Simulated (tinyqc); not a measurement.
# The 3-omega method: a line heater on a substrate with a thin film, step by step

A worked calculation. Computed by tinyqc, a small Python program that keeps every step. Command: `OMP_NUM_THREADS=1 python tinyqc.py 3003342 3003343 out.jsonl threeomega walk`. One thread of a shared host (Intel(R) Xeon(R) Processor @ 2.30GHz), about 0.01 s of CPU time with the checks. Intermediate numbers are printed to about 6 digits and carried at full precision; extremes and crossings named in words are read from the listed rows.

A current at angular frequency omega = 2 pi f heats the line at 2 omega with the amplitude P per length; the temperature swing Delta T at 2 omega gives a voltage at 3 omega. The substrate is taken as semi-infinite and isotropic, and the heat capacity of heater and film is left out.

Inputs (values chosen for the exercise, modelled on alumina on gallium oxide):
```
quantity                                    value           unit
substrate conductivity kappa                 23.1        W/(m K)
substrate heat capacity C                    3.38  1e6 J/(m^3 K)
heater half-width b                           6.8     micrometre
power amplitude per length P                  6.9            W/m
current frequency f                          3000             Hz
film thickness t                               81             nm
film conductivity kappa_f                     1.6        W/(m K)
interface resistance R_i                      4.2       m^2 K/GW
substrate thickness d_s                      1000     micrometre
temperature coefficient of resistance beta      3         1e-3/K
voltage amplitude V_1                         1.5              V
```

## Penetration depth

D = kappa/C; q = sqrt(2 i omega/D); penetration depth 1/|q| = sqrt(D/(2 omega)).

diffusivity D = 6.83432 mm^2/s

penetration depth = 13.4642 micrometre

|q| b = 0.505041

penetration depth / d_s = 0.0134642

## Temperature swing of the bare substrate

Delta T_s = (P/(pi kappa)) int_0^infinity (sin x/x)^2 / sqrt(x^2 + (q b)^2) dx with (q b)^2 = i |q b|^2, averaged over the heater width (12 Gauss-Legendre points on each of the pieces 0, 14 log-spaced edges from 1e-5 to 1, and multiples of pi to 40 pi; the tail adds 1/(4 (40 pi)^2)). For |q| b much below 1: Delta T_s = (P/(pi kappa)) [-ln(|q| b) + eta - i pi/4], eta = 3/2 - C_E = 0.92278, with Euler's C_E = 0.5772157.

in-phase Delta T_s = 0.155658 K

out-of-phase Delta T_s = -0.0677700 K

in-phase, narrow-line form = 0.152688 K

out-of-phase, narrow-line form = -0.0746753 K

The narrow-line form misses the in-phase part by -1.91 % and the out-of-phase part by +10.2 % at |q| b = 0.505.

## The film adds a constant step

One-dimensional flow across the film: Delta T_f = P (t/kappa_f + R_i)/(2 b); total in-phase swing Delta T = Delta T_s + Delta T_f; third-harmonic amplitude V_3 = V_1 beta |Delta T|/2 with the out-of-phase part included; the apparent film conductivity is t/(t/kappa_f + R_i).

Delta T_f = 0.0278156 K

total in-phase swing = 0.183474 K

V_3 = 0.440077 mV

apparent film conductivity = 1.47743 W/(m K)

film share of the in-phase swing = 0.151605

The interface lowers the apparent conductivity by 8 %. The film is a small part of the signal: an error of 1 % in Delta T_s becomes 6 % in the film resistance.

## Conductivity from the slope

Take the in-phase swing at f and at 2f; in the narrow-line limit kappa = P ln 2/(2 pi [Delta T(f) - Delta T(2f)]), whatever the film and the heater width.

in-phase Delta T_s at 2f = 0.125405 K

kappa from the slope = 25.1610 W/(m K)

error of the slope method = 8.92223 %

## The window of frequencies

The slope value uses each f and 2f: kappa = P ln 2/(2 pi [Delta T(f) - Delta T(2f)]).

Bare substrate; columns: (1) f (Hz); (2) penetration depth (micrometre); (3) |q| b; (4) in-phase (K); (5) out-of-phase (K); (6) narrow-line form (K); (7) kappa from the slope (W/(m K)):
```
(1)          (2)         (3)        (4)         (5)         (6)      (7)
0.12     2128.88  0.00319416   0.634106  -0.0746742    0.634106  23.1001
1.2      673.212   0.0101008   0.524643  -0.0746663    0.524642  23.1009
12       212.888   0.0319416   0.415190  -0.0746034    0.415177  23.1089
59       96.0101   0.0708259   0.339526  -0.0743849    0.339464  23.1436
240      47.6033    0.142847   0.273013  -0.0737202    0.272761  23.2755
1200     21.2888    0.319416   0.197478  -0.0711908    0.196249  23.9518
4700     10.7571    0.632143   0.135872  -0.0652132    0.131345  26.2612
24000    4.76033     1.42847  0.0725328  -0.0494708   0.0538320  37.5693
120000   2.12888     3.19416  0.0330848  -0.0284054  -0.0226803  78.4191
710000  0.875213     7.76954  0.0135924  -0.0128049   -0.107195  191.200
```

The slope gives kappa within 1 % up to |q| b = 0.14 (f = 240 Hz) among these rows. The penetration depth stays under d_s/5 = 200 micrometre from f = 59 Hz up, so a usable window lies between the two. At high f the flow turns one-dimensional: in-phase and out-of-phase parts become equal in size (ratio 0.94 in the last row) and fall as f^(-1/2) (exponent -0.50).

Checks made by the program: narrow-line limit at |q| b = 0.002 (relative difference 7e-07).
